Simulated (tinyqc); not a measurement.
# Resistance of a circular point contact between the ballistic and the diffusive limit: two studies

Two half-spaces of a free-electron metal (one valley, spin 2) meet through a circular opening of radius a in an insulating sheet.

Values chosen for this exercise: free-electron density n = 4.1e22 cm^-3; mean free path l = 19 nm; radius of the opening a = 4.5 nm.

Constants: q = 1.602176634e-19 C, hbar = 1.054571817e-34 J s. Results are converted to the units shown.

Each table varies one quantity; the others keep the values above.

## Effect of the radius

kF = (3 pi^2 n)^(1/3), resistivity rho = hbar kF/(n q^2 l). Maxwell: RM = rho/(2 a); Sharvin: RS = 4 rho l/(3 pi a^2); interpolation R = RS + gamma RM, gamma = (1 + 0.83 K)/(1 + 1.33 K), K = l/a.

Result of one run:
```
a (nm),K = l/a,RM (ohm),RS (ohm),R (ohm)
47,0.4043,0.5985,0.2054,0.7252
```

What becomes of these results when the radius of the opening a is changed from 47 to 240 nm, all else the same?

Result of the changed run:
```
a (nm),K = l/a,RM (ohm),RS (ohm),R (ohm)
240,0.07917,0.1172,0.007876,0.1209
```

The whole series:
```
a (nm),K = l/a,RM (ohm),RS (ohm),R (ohm)
0.79,24.05,35.61,726.9,749.5
1.8,10.56,15.63,140.0,150.2
4,4.750,7.032,28.35,33.10
9.2,2.065,3.058,5.360,7.575
21,0.9048,1.339,1.029,2.093
47,0.4043,0.5985,0.2054,0.7252
110,0.1727,0.2557,0.03749,0.2753
240,0.07917,0.1172,0.007876,0.1209
540,0.03519,0.05209,0.001556,0.05277
```

R falls from 750 to 0.0528 ohm, as a^(-1.95) between the first two rows and a^(-1.02) between the last two (Sharvin -2, Maxwell -1). RM equals RS at a = 8 l/(3 pi) = 16.1 nm. In 1 of the 9 rows kF a is below 10, where the smooth Sharvin count is off by about 2/(kF a), a fifth or more.

## Effect of the mean free path

Same model as above.

The same in every row: RS (ohm) = 22.403.

Effect of the mean free path:
```
l (nm),K = l/a,RM (ohm),R (ohm)
0.29,0.064444,409.54,419.79
0.69,0.15333,172.13,183.57
1.6,0.35556,74.230,87.673
3.9,0.86667,30.453,46.726
9.4,2.0889,12.635,31.545
23,5.1111,5.1638,25.874
54,12.000,2.1994,23.824
130,28.889,0.91360,22.982
```

R falls from 420 to 23.0 ohm. RS stays at 22.4 ohm, since rho l depends on n alone, and R is 2.6 % above it in the last row: a cleaner metal cannot lower R below the Sharvin value.

tinyqc, about 0.01 s, one thread, Intel Xeon 2.30GHz (shared host): `OMP_NUM_THREADS=1 python tinyqc.py 2760158 2760159 out.jsonl`
